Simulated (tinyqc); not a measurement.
On-chip power grid, static voltage drop by conjugate gradients: two steps of the calculation.

A grid of 4 rows and 4 columns, node k = 4 row + column. Neighbours in a row are joined by Rx, in a column by Ry; pad nodes, which reach the supply through Rp: 0, 12. Each node draws I0, node 9 draws kh I0. The drops u = Vdd - V solve G u = i, with G the conductance matrix (1/Rp added on the diagonal at pad nodes).

Parameters, values chosen for the exercise: resistance of a horizontal segment Rx = 0.19 ohm; resistance of a vertical segment Ry = 0.21 ohm; resistance from a pad node to the supply Rp = 0.37 ohm; load current of an ordinary node I0 = 5.5 mA; factor on the load at the hot node kh = 8.

Question 1. Diagonal of G, loads and first direction. G_kk = sum of the conductances at node k. Start u = 0, so the residual is r = i; z = r/G_kk (Jacobi preconditioner), p = z.

Wanted: G_kk; r at the start; p at the start.

Answer 1.

G_kk (S):
```
       col 0  col 1  col 2  col 3
row 0  12.73  15.29  15.29  10.03
row 1  14.79  20.05  20.05  14.79
row 2  14.79  20.05  20.05  14.79
row 3  12.73  15.29  15.29  10.03
```

r at the start (mA):
```
       col 0  col 1  col 2  col 3
row 0  5.500  5.500  5.500  5.500
row 1  5.500  5.500  5.500  5.500
row 2  5.500  44.00  5.500  5.500
row 3  5.500  5.500  5.500  5.500
```

p at the start (mV):
```
        col 0   col 1   col 2   col 3
row 0  0.4321  0.3598  0.3598  0.5486
row 1  0.3719  0.2743  0.2743  0.3719
row 2  0.3719   2.195  0.2743  0.3719
row 3  0.4321  0.3598  0.3598  0.5486
```

Question 2. Conjugate-gradient step. q = G p; with z = r/G_kk: a = (r.z)/(p.q); u(new) = u + a p; r(new) = r - a q; b = (r.z)(new)/(r.z); p(new) = z(new) + b p.

u after iteration 2 (mV):
```
          col 0      col 1     col 2     col 3
row 0  3.352457   3.518368  3.764854  4.256261
row 1  3.553945   5.775706  2.972941  3.784515
row 2  7.754342  10.006816  6.070734  3.784515
row 3  3.352457   7.194126  3.764854  4.256261
```

r after iteration 2 (mA):
```
            col 0       col 1       col 2      col 3
row 0   -1.728009   16.673299    3.018055   0.667233
row 1   36.235907  -11.545962   43.045243   3.474970
row 2  -23.608125  -22.113255  -11.548292  19.779145
row 3   37.619976  -19.374351   37.115543   0.667233
```

p after iteration 2 (mV):
```
           col 0      col 1      col 2      col 3
row 0  2.2101310  3.7024972  3.0325868  3.0448957
row 1  5.0751581  4.2174469  4.4013172  3.0684906
row 2  4.8329806  4.4530429  4.4845798  4.1710949
row 3  5.3016387  4.6742868  5.2628979  3.0448957
```

Find: q; a; u after iteration 3; r after iteration 3; b; p after iteration 3.

Answer 2.

q (mA):
```
        col 0  col 1   col 2   col 3
row 0  -15.52   8.93  -10.11   -0.05
row 1   19.31  -4.15   14.10  -12.15
row 2   -1.39  -2.10   -1.49    8.96
row 3   19.86  -5.35   18.48  -17.04
```

a = 2.476

u after iteration 3 (mV):
```
       col 0  col 1  col 2  col 3
row 0   8.83  12.69  11.27  11.80
row 1  16.12  16.22  13.87  11.38
row 2  19.72  21.03  17.18  14.11
row 3  16.48  18.77  16.80  11.80
```

r after iteration 3 (mA):
```
        col 0   col 1  col 2  col 3
row 0   36.71   -5.43  28.05   0.79
row 1  -11.58   -1.27   8.12  33.57
row 2  -20.18  -16.92  -7.85  -2.42
row 3  -11.56   -6.14  -8.64  42.85
```

b = 0.9347

p after iteration 3 (mV):
```
       col 0  col 1  col 2  col 3
row 0  4.950  3.105  4.669  2.924
row 1  3.961  3.879  4.519  5.138
row 2  3.153  3.318  3.800  3.735
row 3  4.047  3.968  4.354  7.121
```

tinyqc, about 0.1 s, one thread, Intel Xeon 2.30GHz (shared host): `OMP_NUM_THREADS=1 python tinyqc.py 2770116 2770117 out.jsonl`
